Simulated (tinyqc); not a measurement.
Inside a calculation. Model: MOS capacitor on a p-type substrate, surface potential from the exact charge relation.

Numbers from tinyqc (`OMP_NUM_THREADS=1 python tinyqc.py 2060118 2060119 out.jsonl`; about 0.01 s on one thread of a shared Intel Xeon 2.30GHz). Printed values are rounded.

Uniform p-type substrate, Boltzmann statistics, full ionisation, classical densities. psi is the surface potential against the body (positive when the bands bend down) and u = psi/Vt. Traps are spread evenly over the gap and neutral at flat band, so their charge is -q Dit psi; the minority quasi-Fermi level is shifted by Vb.

Parameters, values chosen for the exercise; band and dielectric values close to those of germanium:
- T = 300 K (temperature)
- Eg = 0.655 eV (band gap)
- eps_r = 16 (relative permittivity)
- Nc = 1.04e19 cm^-3 (conduction-band density of states at T)
- Nv = 5.98e18 cm^-3 (valence-band density of states at T)
- chi = 3.92 eV (electron affinity)
- N = 1.5e17 cm^-3 (acceptor density of the substrate)
- eox = 8.93 (relative permittivity of the gate insulator (close to aluminium oxide))
- tox = 39 nm (insulator thickness)
- phiM = 4.1 eV (gate work function)
- Nf = -1.2e11 cm^-2 (fixed charge at the interface, in units of q)
- Dit = 0 cm^-2 eV^-1 (density of interface traps)
- Vb = 0 V (reverse bias of the inversion layer against the body)
- Vg = 1.89 V (gate voltage against the body)

Constants: q = 1.602176634e-19 C, kB = 1.380649e-23 J/K, Vt = kB T/q, eps0 = 8.8541878128e-14 F/cm where lengths are in cm. Results are converted to the units shown.

Range of the model: At this gate voltage the surface density exceeds 0.3 of the band density of states, so degeneracy and confinement would lower the charge and capacitance.

## Flat band, threshold and scales

ni = sqrt(Nc Nv) exp(-Eg/(2 Vt)), Eg in volts; phiF = Vt ln(N/ni); Cox = eps0 eox/tox; Vfb = phiM - chi - (Eg - Vt ln(Nv/N)) - q Nf/Cox; Q0 = sqrt(2 eps0 eps_r q N Vt); r = (ni/N)^2 exp(-Vb/Vt); VT = Vfb + [(2 phiF + Vb)(1 + q Dit/Cox) + sqrt(2 eps0 eps_r q N (2 phiF + Vb))/Cox].

ni = 2.483759e13 cm^-3
phiF = 0.2250683 V
Cox = 0.2027382 uF/cm^2
Vfb = -0.2848892 V
Q0 = 41.95631 nC/cm^2
r = 2.741803e-8
VT = 1.028796 V

## Starting value

psi = +Vt (just off flat band).

psi at the start = 0.02585200 V

## Iteration 1: Newton step for the surface potential

u = psi/Vt; F^2 = exp(-u) + u - 1 + r (exp(u) - u - 1); Qs = -sign(u) Q0 F; Cs = -dQs/dpsi = (Q0/Vt) |1 - exp(-u) + r (exp(u) - 1)|/(2 F). f = Vfb + psi + (q Dit psi - Qs)/Cox - Vg, f' = 1 + (Cs + q Dit)/Cox, psi(new) = psi - f/f'.

u = 1
F = 0.6065307
Qs = -25.44779 nC/cm^2
Cs = 0.8457077 uF/cm^2
f = -2.023517 V
f' = 5.171428
psi after iteration 1 = 0.4171398 V

## Iteration 2: Newton step for the surface potential

As before.

u = 16.13569
F = 3.926160
Qs = -164.7272 nC/cm^2
Cs = 0.2643574 uF/cm^2
f = -0.9452374 V
f' = 2.303935
psi after iteration 2 = 0.8274107 V

## Course of the Newton iteration

Stop when the step is below 1e-10 V, or after 60 iterations.

Course of the iteration:

| iteration | psi before the step (V) | f (V) | step (V) |
|---|---|---|---|
| 1 | 0.02585200 | -2.02 | 0.391 |
| 2 | 0.4171398 | -0.945 | 0.410 |
| 3 | 0.8274107 | 304 | -0.0515 |
| 4 | 0.7759429 | 111 | -0.0510 |
| 5 | 0.7248984 | 40.6 | -0.0499 |
| 6 | 0.6750066 | 14.6 | -0.0469 |
| 7 | 0.6280962 | 5.00 | -0.0401 |
| 8 | 0.5880383 | 1.55 | -0.0275 |
| 9 | 0.5604888 | 0.372 | -0.0119 |
| 10 | 0.5485775 | 0.0457 | -1.92e-3 |
| 11 | 0.5466599 | 1.00e-3 | -4.40e-5 |
| 12 | 0.5466159 | 5.15e-7 | -2.26e-8 |
| 13 | 0.5466159 | < 1e-12 | < 1e-13 |

Converged in 13 iterations.

## Charges, field and capacitances at the solution

converged psi = 0.5466159 V

u = psi/Vt; F^2 = exp(-u) + u - 1 + r (exp(u) - u - 1); Qs = -sign(u) Q0 F; Cs = -dQs/dpsi = (Q0/Vt) |1 - exp(-u) + r (exp(u) - 1)|/(2 F). Low frequency: 1/C_LF = 1/Cox + 1/(Cs + q Dit). High frequency, in the simple estimate in which traps and minority carriers do not follow: 1/C_HF = 1/Cox + 1/Cd, Cd being Cs with r = 0 at the same psi. Minority sheet density N_inv = (Q0/(2 q)) int_0^u r (exp(t) - 1)/F(t) dt for u > 0. Oxide field |Qs - q Dit psi + q Nf|/(eps0 eox).

Qs = -330.1132 nC/cm^2
N_inv = 9.054813e11 cm^-2
oxide field = 0.4418219 MV/cm
Cs = 4.410247 uF/cm^2
C_LF/Cox = 0.9560505
C_HF/Cox = 0.4714010

The surface is in strong inversion (borders at |psi| = 0, phiF + Vb and 2 phiF + Vb = 0.450 V). Minority carriers make up 43.9 % of Qs.
